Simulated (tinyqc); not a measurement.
From results back to parameters: overlap of hydrogenic dopants: pairs, impurity band and the Mott density. Three cases, with inputs chosen for the exercise.

Problem. Ry* = Ry m/eps^2, aB = a0 eps/m, and the Mott density is (0.26/aB)^3 (1/angstrom^3 = 1e24/cm^3). Binding energy and critical density come from a hidden mass and dielectric constant.

Constants: Ry = 13.60569312 eV; a0 (Bohr radius) = 0.5291772105 angstrom.

Find: aB; eps; m.

Method. aB = 0.26/n^(1/3); the product Ry* aB = Ry a0/eps gives eps, and m = a0 eps/aB.

Case 1.

binding energy = 59.84997 meV
critical density = 8.656002e+18 1/cm^3

Solution.

aB = 12.66 angstrom
eps = 9.50
m = 0.397 m0

Case 2.

binding energy = 5.54722 meV
critical density = 3.611052e+16 1/cm^3

Solution.

aB = 78.66 angstrom
eps = 16.50
m = 0.111 m0

Case 3.

binding energy = 31.37797 meV
critical density = 2.212701e+18 1/cm^3

Solution.

aB = 19.95 angstrom
eps = 11.50
m = 0.305 m0

Computed by tinyqc, one run a case: `OMP_NUM_THREADS=1 python tinyqc.py N N+1 out.jsonl` with N = 1481397, 1481449, 1481468; one thread of a shared Intel(R) Xeon(R) Processor @ 2.30GHz, about 0.01 s a run at most.
